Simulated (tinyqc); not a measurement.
## Charge imbalance from the loss of breakdown voltage

Problem. In a superjunction of pillar doping N and length Lp an imbalance dl lowers BV by q |dl| N Lp^2/(4 eps0 eps_r), as long as the field reaches through the pillar. Find |dl| and the net dose error |dl| N wp.

Parameters, values chosen for the exercise:
- eps_r = 9.75 (relative permittivity of the semiconductor)
- wp = 1 um (width of each pillar)

Constants: q = 1.602176634e-19 C, eps0 = 8.8541878128e-14 F/cm where lengths are in cm. Results are converted to the units shown.

BV balanced and BV measured (V): 1300  1007.6149
N = 2.0733758e17 cm^-3
Lp = 7.4337629 um

Solution. The loss is linear in |dl|; its sign cannot be told from BV.

|dl| = 5.500 %
dose error = 1.140e12 cm^-2

tinyqc, about 0.01 s, one thread, Intel Xeon 2.30GHz (shared host): `OMP_NUM_THREADS=1 python tinyqc.py 2590141 2590142 out.jsonl`
